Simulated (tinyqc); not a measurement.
Density of states of one tight-binding band of a chain: one step. Histogram. Three cases, with inputs chosen for the exercise.

Problem. Count the points in equal bins from E_lo to E_hi; g = count/(all points x bin width).

Give: Histogram.

Case 1.

Values chosen: bins = 8 (bins of the histogram); E_lo = -4.413 eV (lower end of the histogram); E_hi = 5.317 eV (upper end).

Distinct energies:
```
E_k (eV)   points
-4.340000       1
-4.109353       2
-3.394113       2
-2.162150       2
-0.460000       2
1.511611        2
3.394113        2
4.759891        2
5.260000        1
```

Solution.

Histogram:
```
from (eV)  to (eV)  points  g (1/eV)
-4.4130    -3.1968       5    0.2569
-3.1968    -1.9805       2    0.1028
-1.9805    -0.7642       0    0.0000
-0.7642     0.4520       2    0.1028
0.4520      1.6683       2    0.1028
1.6683      2.8845       0    0.0000
2.8845      4.1007       2    0.1028
4.1007      5.3170       3    0.1542
```

Empty bins: 2 of 8; the fullest holds 5 points. Empty bins inside the band come from the coarse mesh, not from gaps.

Case 2.

Values chosen: bins = 8 (bins of the histogram); E_lo = -4.713 eV (lower end of the histogram); E_hi = 5.417 eV (upper end).

Distinct energies:
```
E_k (eV)   points
-4.620000       1
-4.132807       2
-2.670000       2
-0.360000       2
2.310000        2
4.492807        2
5.340000        1
```

Solution.

Histogram:
```
from (eV)  to (eV)  points  g (1/eV)
-4.7130    -3.4468       3    0.1974
-3.4468    -2.1805       2    0.1316
-2.1805    -0.9143       0    0.0000
-0.9143     0.3520       2    0.1316
0.3520      1.6182       0    0.0000
1.6182      2.8845       2    0.1316
2.8845      4.1508       0    0.0000
4.1508      5.4170       3    0.1974
```

Empty bins: 3 of 8; the fullest holds 3 points. Empty bins inside the band come from the coarse mesh, not from gaps.

Case 3.

Values chosen: bins = 8 (bins of the histogram); E_lo = -3.313 eV (lower end of the histogram); E_hi = 2.217 eV (upper end).

Distinct energies:
```
E_k (eV)   points
-3.240000       1
-2.361215       2
-0.419837       2
1.261215        2
2.039837        2
2.200000        1
```

Solution.

Histogram:
```
from (eV)  to (eV)  points  g (1/eV)
-3.3130    -2.6218       1    0.1447
-2.6218    -1.9305       2    0.2893
-1.9305    -1.2392       0    0.0000
-1.2392    -0.5480       0    0.0000
-0.5480     0.1432       2    0.2893
0.1432      0.8345       0    0.0000
0.8345      1.5257       2    0.2893
1.5257      2.2170       3    0.4340
```

Empty bins: 3 of 8; the fullest holds 3 points. Empty bins inside the band come from the coarse mesh, not from gaps.

Computed by tinyqc, one run a case: `OMP_NUM_THREADS=1 python tinyqc.py N N+1 out.jsonl` with N = 1651739, 1652015, 1652415; one thread of a shared Intel(R) Xeon(R) Processor @ 2.30GHz, about 0.01 s a run at most.
